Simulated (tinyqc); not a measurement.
Admittance spectroscopy and thermally stimulated current of one trap level in a depletion layer: one step, computed by the program tinyqc. Command: `OMP_NUM_THREADS=1 python tinyqc.py 3110077 3110078 out.jsonl admit walk`. One thread of a shared host (Intel(R) Xeon(R) Processor @ 2.30GHz), about 0.01 s of CPU time with the checks.

A Schottky junction on n-type material holds one donor-like electron trap; shallow donors are fully ionised and abrupt depletion edges are assumed.

Problem. The capacitance step. With E_c - E_F = k_B T_p ln(N_c/N): lambda = sqrt(2 eps eps_0 (E_t - (E_c - E_F))/(e^2 N)); traps are empty and charged for x < x_t = w - lambda, and V_b = e (N w^2 + N_t x_t^2)/(2 eps eps_0). High frequency: C_hf = eps eps_0/w. Low frequency: C_lf = eps eps_0 (N + N_t)/(N w + N_t x_t).

Inputs (values chosen for the exercise, modelled on n-type 4H-SiC):
```
quantity                         value    unit
dielectric constant eps            9.7       -
shallow doping N               8.4e+15  1/cm^3
trap density N_t               1.9e+15  1/cm^3
trap depth E_t below the band    0.455      eV
band bending V_b                   1.7       V
```

E_c - E_F = k_B T_p ln(N_c/N) = 0.1662824 eV

Constants: eps_0 = 8.8541878128e-12 F/m; e = 1.602176634e-19 C.

Give: lambda; depletion width w; crossing point x_t; C_hf; C_lf; step (C_lf - C_hf)/C_hf; small-N_t estimate (N_t/N)(lambda/w).

Solution.

lambda = 192.0 nm

depletion width w = 449.4 nm

crossing point x_t = 257.5 nm

C_hf = 19.11 nF/cm^2

C_lf = 20.74 nF/cm^2

step (C_lf - C_hf)/C_hf = 0.08553

small-N_t estimate (N_t/N)(lambda/w) = 0.09661

Reading N_t/N straight from the step would give 0.0855 against the true 0.226: the factor lambda/w must be known.
